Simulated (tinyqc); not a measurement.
Plane-wave Kohn-Sham cycle with exchange-only LDA in a layered model solid, step by step. Computed by tinyqc, a small Python program that keeps every step. Settings: points = 16, plane-wave index or count = 2, electrons = 4, k points = 1, area = 21.0, mixing = 1.0, iteration cap = 75. Command: `OMP_NUM_THREADS=1 python tinyqc.py 30985 30986 out.jsonl` (the two numbers bound the seeds that draw the settings). One thread of a shared host (Intel(R) Xeon(R) Processor @ 2.60GHz), about 0.01 s of CPU time with the checks. Later iterations appear only in the table of the cycle.

## Iteration 1: potential

A solid whose potential varies along x alone (atomic units):
```
parameter                      value
period a                    4.700000
cross-section of the cell  21.000000
electrons per cell                 4
grid points                       16
plane waves -n..n, n               2
k points                           1
V1 in V1 cos(2 pi x/a)     -0.200000
V2 in V2 cos(4 pi x/a)      0.170000
```

density at the start, on the grid x_j = j a/N (e/bohr^3): 0.04052685  0.04052685  0.04052685  0.04052685  0.04052685  0.04052685  0.04052685  0.04052685  0.04052685  0.04052685  0.04052685  0.04052685  0.04052685  0.04052685  0.04052685  0.04052685

V_H(G) = 4 pi rho(G)/G^2 for G != 0 (uniform background); v_x = -(3 rho/pi)^(1/3); V = V_ext + V_H + v_x; Fourier components f(G_m) = (1/N) sum_j f(x_j) exp(-i G_m x_j).

Potentials on the grid (hartree):
```
x             V_ext       V_H        v_x          V
0.000000  -0.030000  0.000000  -0.338250  -0.368250
0.293750  -0.064568  0.000000  -0.338250  -0.402818
0.587500  -0.141421  0.000000  -0.338250  -0.479672
0.881250  -0.196745  0.000000  -0.338250  -0.534995
1.175000  -0.170000  0.000000  -0.338250  -0.508250
1.468750  -0.043671  0.000000  -0.338250  -0.381922
1.762500   0.141421  0.000000  -0.338250  -0.196829
2.056250   0.304984  0.000000  -0.338250  -0.033266
2.350000   0.370000  0.000000  -0.338250   0.031750
2.643750   0.304984  0.000000  -0.338250  -0.033266
2.937500   0.141421  0.000000  -0.338250  -0.196829
3.231250  -0.043671  0.000000  -0.338250  -0.381922
3.525000  -0.170000  0.000000  -0.338250  -0.508250
3.818750  -0.196745  0.000000  -0.338250  -0.534995
4.112500  -0.141421  0.000000  -0.338250  -0.479672
4.406250  -0.064568  0.000000  -0.338250  -0.402818
```

V(G_m), m = 0, 1, 2, ... (hartree): -0.338250  -0.100000  0.085000  0.000000  0.000000

## Iteration 1: Hamiltonian at one k

k = 0.000000 2 pi / a

H(m,m') = (k + G_m)^2/2 delta + V(G_m - G_m'), with V(-G) = V(G).

H (hartree):
```
           -2         -1         +0         +1         +2
-2   3.236075  -0.100000   0.085000   0.000000   0.000000
-1  -0.100000   0.555331  -0.100000   0.085000   0.000000
+0   0.085000  -0.100000  -0.338250  -0.100000   0.085000
+1   0.000000   0.085000  -0.100000   0.555331  -0.100000
+2   0.000000   0.000000   0.085000  -0.100000   3.236075
```

## Iteration 1: levels at that k

Diagonalise the Hermitian matrix.

eigenvalues (hartree): -0.361354  0.466720  0.655179  3.239686  3.244330

## Iteration 1: new density

Motion across x is left out: the lowest 2 band(s) hold two electrons at each of the k points (j + 1/2)/nk - 1/2. Residual R = rho(out) - rho(in); rho(new) = rho(in) + 1 R. rho(out) = 2/(a A nk) sum |psi|^2 with psi = sum c exp(i G x). Harris energy E = band energy - dV sum rho (V_H/2 + v_x) + (3/4) dV sum rho v_x with rho(in), dV = a A/N, band energy = (2/nk) sum of the filled levels.

rho(out) (e/bohr^3): 0.02644118  0.03306533  0.04809506  0.06071304  0.06203697  0.05077331  0.03297667  0.01755571  0.01155622  0.01755571  0.03297667  0.05077331  0.06203697  0.06071304  0.04809506  0.03306533

density after iteration 1 (e/bohr^3): 0.02644118  0.03306533  0.04809506  0.06071304  0.06203697  0.05077331  0.03297667  0.01755571  0.01155622  0.01755571  0.03297667  0.05077331  0.06203697  0.06071304  0.04809506  0.03306533

energy per cell = 0.54898248 hartree

## Iteration 2: potential

As before.

Potentials on the grid (hartree):
```
x             V_ext        V_H        v_x          V
0.000000  -0.030000   0.024650  -0.293371  -0.298722
0.293750  -0.064568   0.031664  -0.316069  -0.348973
0.587500  -0.141421   0.045979  -0.358116  -0.453558
0.881250  -0.196745   0.052317  -0.387036  -0.531464
1.175000  -0.170000   0.037824  -0.389829  -0.522005
1.468750  -0.043671   0.001180  -0.364644  -0.407135
1.762500   0.141421  -0.045971  -0.315786  -0.220336
2.056250   0.304984  -0.085160  -0.255935  -0.036111
2.350000   0.370000  -0.100313  -0.222636   0.047051
2.643750   0.304984  -0.085160  -0.255935  -0.036111
2.937500   0.141421  -0.045971  -0.315786  -0.220336
3.231250  -0.043671   0.001180  -0.364644  -0.407135
3.525000  -0.170000   0.037824  -0.389829  -0.522005
3.818750  -0.196745   0.052317  -0.387036  -0.531464
4.112500  -0.141421   0.045979  -0.358116  -0.453558
4.406250  -0.064568   0.031664  -0.316069  -0.348973
```

V(G_m), m = 0, 1, 2, ... (hartree): -0.330677  -0.084303  0.098446  -0.001604  0.003257

## Iteration 2: Hamiltonian at one k

k = 0.000000 2 pi / a

As before.

H (hartree):
```
           -2         -1         +0         +1         +2
-2   3.243648  -0.084303   0.098446  -0.001604   0.003257
-1  -0.084303   0.562904  -0.084303   0.098446  -0.001604
+0   0.098446  -0.084303  -0.330677  -0.084303   0.098446
+1  -0.001604   0.098446  -0.084303   0.562904  -0.084303
+2   0.003257  -0.001604   0.098446  -0.084303   3.243648
```

## Iteration 2: levels at that k

As before.

eigenvalues (hartree): -0.349383  0.461997  0.671486  3.242852  3.255474

## Iteration 2: new density

As before.

rho(out) (e/bohr^3): 0.02468196  0.03139437  0.04681335  0.06024107  0.06254857  0.05194486  0.03422454  0.01852709  0.01235992  0.01852709  0.03422454  0.05194486  0.06254857  0.06024107  0.04681335  0.03139437

density after iteration 2 (e/bohr^3): 0.02468196  0.03139437  0.04681335  0.06024107  0.06254857  0.05194486  0.03422454  0.01852709  0.01235992  0.01852709  0.03422454  0.05194486  0.06254857  0.06024107  0.04681335  0.03139437

energy per cell = 0.54226905 hartree

## Convergence

Stop when sqrt(dV sum R^2) is below 1e-8, dV = a A/N.

Course of the cycle:
```
iteration  E (hartree)  norm of the residual
1           0.54898248              1.64e-01
2           0.54226905              1.15e-02
3           0.54244381              1.70e-03
4           0.54244791              2.59e-04
5           0.54244801              3.92e-05
6           0.54244801              5.96e-06
7           0.54244801              9.04e-07
8           0.54244801              1.37e-07
9           0.54244801              2.08e-08
10          0.54244801              3.16e-09
```

Converged in 10 iterations. Before convergence this energy mixes input and output and is not variational, so it may rise towards its limit.
